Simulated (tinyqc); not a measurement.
Band-to-band tunnelling and avalanche in a reverse-biased abrupt junction: one step, computed by the program tinyqc. Command: `OMP_NUM_THREADS=1 python tinyqc.py 3013468 3013469 out.jsonl zener walk`. One thread of a shared host (Intel(R) Xeon(R) Processor @ 2.30GHz), about 0.01 s of CPU time with the checks.

Direct Kane tunnelling in the local field (for indirect gaps the mass is an effective fit) and one ionisation coefficient for both carriers. N is the doping of the light side, or N_A N_D/(N_A + N_D) for the symmetric junction; the built-in voltage is taken as E_g/e.

Problem. Kane coefficients and peak generation rate. E_g(T) = E_g - (T - 300 K)(-dE_g/dT); b(T) = b [1 + (rise)(T - 300 K)]; w = sqrt(2 eps eps_0 (V_R + E_g/e)/(e N)); F_m = 2 (V_R + E_g/e)/w; the field falls linearly from F_m to 0 across w. Kane: G(F) = A F^2 exp(-B/F), A = e^2 sqrt(m_r)/(18 pi hbar^2 sqrt(E_g)), B = pi sqrt(m_r) E_g^(3/2)/(2 e hbar), SI units; J = e int G dx x V_R/(V_R + E_g/e), the last factor making J vanish at zero bias; int G dx = (w/F_m) int_0^F_m G dF by 64 Gauss-Legendre points.

Inputs (values chosen for the exercise, modelled on In0.53Ga0.47As):
```
quantity                                  value   unit
band gap at 300 K, E_g                    0.746     eV
gap narrowing with temperature, -dE_g/dT   0.38  meV/K
reduced tunnelling mass m_r               0.029    m_0
temperature T                               300      K
```

Junction: one-sided.

peak field F_m = 0.7236292 MV/cm

Constants: e = 1.602176634e-19 C; m_0 = 9.1093837015e-31 kg; hbar = 1.054571817e-34 J s.

Give: A; B; B/F_m; G(F_m).

Solution.

A = 1.919e+20 1/(cm s V^2)

B = 6.244 MV/cm

B/F_m = 8.628

G(F_m) = 1.798e+28 1/(cm^3 s)
